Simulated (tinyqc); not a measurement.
Complex band structure along [001] in sp3s* tight binding: sweeps and comparisons. A value that a table varies takes the place of the one given here.

For k = (0, 0, kz) the phase sums are g0 = cos(phi) and g3 = i sin(phi), phi = kz a/4, and the s, pz, s* orbitals of anion (a) and cation (c) decouple from px, py. With z = exp(i phi), H(z) = H0 + z T + T^T/z for any complex z. H0 is diagonal (Esa, Epa, Exa, Esc, Epc, Exc). The anion-cation block is B(z) = z U + W/z and the cation-anion block z W^T + U^T/z, where U has Vss/2 (s,s), Vsapc/2 (s,z), -Vscpa/2 (z,s), Vxx/2 (z,z), Vxapc/2 (s*,z), -Vpaxc/2 (z,s*), and W has the same values with the s-z and s*-z signs reversed. |z| = 1 is a band state, |z| < 1 decays along [001] as exp(-kappa d) over a distance d, kappa = -(4/a) ln|z|. No spin-orbit coupling.

Constants: hbar^2/2m0 = 3.80998211 eV angstrom^2.

Values chosen for the exercise (out of a larger set: near a published set for GaSb, fitted to gaps, whose masses and valley positions are rough (light masses up to twice too heavy); not measured data): p = (-7.336, 0.856, -3.91, 2.911, 6.65, 5.972, -6.167, 1.585, 4.143, 4.976, 4.681, 4.976, 4.229) eV (order Esa, Epa, Esc, Epc, Exa, Exc, Vss, Vxx, Vxy, Vsapc, Vscpa, Vxapc, Vpaxc); a = 6.102 angstrom (lattice constant); dE = 0.44 eV (E - Ev).

## Decay across the direct gap

Ev = -0.00541 eV
EG (direct gap) = 0.78290 eV

masses of this model, from the curvature at Gamma (m0): m_lh 0.05312, m_e 0.06513

kappa of the imaginary branch at Gamma against three formulas: parabolic from the valence edge, sqrt(m_lh E/c); parabolic from the conduction edge, sqrt(m_e (EG - E)/c); two-band (Franz), sqrt(m E (1 - E/EG)/c) with m = 2 m_lh m_e/(m_lh + m_e). E from Ev; c = hbar^2/2m0.

kappa (1/angstrom):
```
E/EG  E (eV)  tight binding  parabolic, valence  parabolic, conduction  two-band
0.05  0.0391         0.0229              0.0234                 0.1128    0.0239
0.15  0.1174         0.0378              0.0405                 0.1067    0.0392
0.25  0.1957         0.0462              0.0522                 0.1002    0.0475
0.35  0.2740         0.0513              0.0618                 0.0933    0.0523
0.50  0.3914         0.0546              0.0739                 0.0818    0.0548
0.65  0.5089         0.0529              0.0842                 0.0684    0.0523
0.75  0.5872         0.0485              0.0905                 0.0578    0.0475
0.85  0.6655         0.0405              0.0963                 0.0448    0.0392
0.95  0.7438         0.0250              0.1018                 0.0259    0.0239
```

The branch joins the light-hole and conduction bands and peaks, among these rows, at E/EG = 0.50 with kappa = 0.0546 1/angstrom. At mid-gap the parabola from the conduction edge is +50 % off and the two-band form +0.5 %; over 5 nm the parabola would misstate exp(-2 kappa d) by a factor 15.2.

## Band-to-band tunnelling in a uniform field

WKB at zero transverse momentum: T = exp(-2 I/(eF)), I = integral of kappa dE across the direct gap (8 Gauss-Legendre points in theta, E = EG sin^2 theta, 0 to pi/2); 1 MV/cm = 0.01 V/angstrom. The two-band form gives I = (pi/8) sqrt(m/c) EG^(3/2) with m = 2 m_lh m_e/(m_lh + m_e).

Tunnelling:
```
F (MV/cm)  path EG/eF (angstrom)  exponent 2I/eF  T, tight binding  T, two-band
0.50                       156.6          13.450          1.44e-06     1.39e-06
0.75                       104.4           8.967          0.000128     0.000125
1.00                        78.3           6.725           0.00120      0.00118
1.50                        52.2           4.483            0.0113       0.0112
2.00                        39.1           3.362            0.0346       0.0344
3.00                        26.1           2.242             0.106        0.106
4.00                        19.6           1.681             0.186        0.185
```

I, tight binding = 0.033625 eV/angstrom
I, two-band = 0.033711 eV/angstrom

The two-band integral is +0.26 % from the tight-binding one, which makes the two-band T 0.9659 times the other at 0.5 MV/cm and 0.9957 times at 4 MV/cm. Doubling the field from 1 to 2 MV/cm halves the exponent and raises T by a factor 28.9. Where the exponent falls below about 2 the WKB form is only a guide.

## Energy and lattice constant

The slowest root of the s-pz block and the heavy-hole branch, sinh^2(kappa a/4) = ((E - Epa)(E - Epc) - Vxx^2)/(Vxx^2 - Vxy^2), at E = Ev + dE with Ev the lower root of [[Epa, Vxx], [Vxx, Epc]]; the couplings are kept when a changes. Each row changes one parameter from the base and keeps the others.

Results:
```
case                slowest kappa (1/angstrom)  heavy-hole kappa (1/angstrom)
base                                    0.0545                         0.2042
dE = 0.41 eV                            0.0546                         0.1982
a = 6.285 angstrom                      0.0529                         0.1983
```

The largest shifts from the base row, up to three for each result and ties (the steps differ in size, so this ranks the rows, not the parameters). slowest kappa (1/angstrom): a -0.0016, dE +0.0001. heavy-hole kappa (1/angstrom): dE -0.0060, a -0.0059. With the couplings fixed, kappa a stays, so kappa scales as 1/a.

tinyqc: `OMP_NUM_THREADS=1 python tinyqc.py 1452835 1452836 out.jsonl`; about 0.01 s, one thread, shared Intel(R) Xeon(R) Processor @ 2.30GHz.
